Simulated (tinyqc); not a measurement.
## Junctionless gate-all-around wire, depletion approximation: effect of the wire radius on the threshold

A uniformly doped n-type wire of radius R under a surrounding gate; long channel. Below flat band a shell from radius rc to R is fully depleted and the neutral core, at channel potential V (0 at the source, Vd at the drain), carries the current with constant mobility; s = (rc/R)^2 is the share of the cross-section that conducts. The edge of the depleted shell is taken as abrupt, so there is no subthreshold current.

Cox = eps0 eox/(R ln(1 + tox/R)); A = q Nd R^2/(4 eps0 eps_r); B = q Nd R/(2 Cox); VT = Vfb - A - B. The flat-band conductance is G0 = q mu Nd pi R^2/L.

Parameters, values chosen for the exercise; material values those of a made-up semiconductor:
```
symbol   value        unit                                      meaning
eps_r     11.5               relative permittivity of the semiconductor
eox          9              relative permittivity of the gate insulator
tox        4.9          nm                          insulator thickness
Nd      2.2e19       cm^-3                                donor density
Vfb       0.77           V                            flat-band voltage
mu          66  cm^2/(V s)               effective mobility in the wire
L            1          um                                  gate length
```

Constants: q = 1.602176634e-19 C, eps0 = 8.8541878128e-14 F/cm where lengths are in cm. Results are converted to the units shown.

Result of one run:

| R (nm) | Cox (uF/cm^2) | A (V) | B (V) | VT (V) | G0 (uS) |
|---|---|---|---|---|---|
| 5.5 | 2.274 | 0.2618 | 0.4262 | 0.08201 | 2.211 |

What becomes of these results when the wire radius R is changed from 5.5 to 3 nm, all else the same?

Result of the changed run:

| R (nm) | Cox (uF/cm^2) | A (V) | B (V) | VT (V) | G0 (uS) |
|---|---|---|---|---|---|
| 3 | 2.743 | 0.07789 | 0.1927 | 0.4994 | 0.6578 |

The whole series:

| R (nm) | Cox (uF/cm^2) | A (V) | B (V) | VT (V) | G0 (uS) |
|---|---|---|---|---|---|
| 1.7 | 3.456 | 0.02501 | 0.08670 | 0.6583 | 0.2112 |
| 2.2 | 3.092 | 0.04189 | 0.1254 | 0.6027 | 0.3537 |
| 3 | 2.743 | 0.07789 | 0.1927 | 0.4994 | 0.6578 |
| 4.1 | 2.472 | 0.1455 | 0.2923 | 0.3322 | 1.229 |
| 5.5 | 2.274 | 0.2618 | 0.4262 | 0.08201 | 2.211 |
| 7.4 | 2.119 | 0.4739 | 0.6154 | -0.3193 | 4.002 |
| 10 | 1.998 | 0.8654 | 0.8819 | -0.9774 | 7.308 |

As R goes from 1.7 to 10 nm, VT falls from 0.658 to -0.977 V and G0 rises from 0.211 to 7.31 uS. A + B goes on average as R^(1.55). The device is normally off (VT > 0) in 5 of the 7 rows. More conductance costs threshold voltage: the same dopants that conduct must be depleted. At R = 1.7 nm the radius is under two Debye lengths (at 300 K), so the depletion picture is rough. At R = 10 nm the surface field at full depletion passes 1.5 MV/cm, where tunnelling or breakdown may set in. For R = 1.7 to 2.2 nm quantum confinement, left out here, matters.

tinyqc, about 0.01 s, one thread, Intel Xeon 2.30GHz (shared host): `OMP_NUM_THREADS=1 python tinyqc.py 2460032 2460033 out.jsonl`
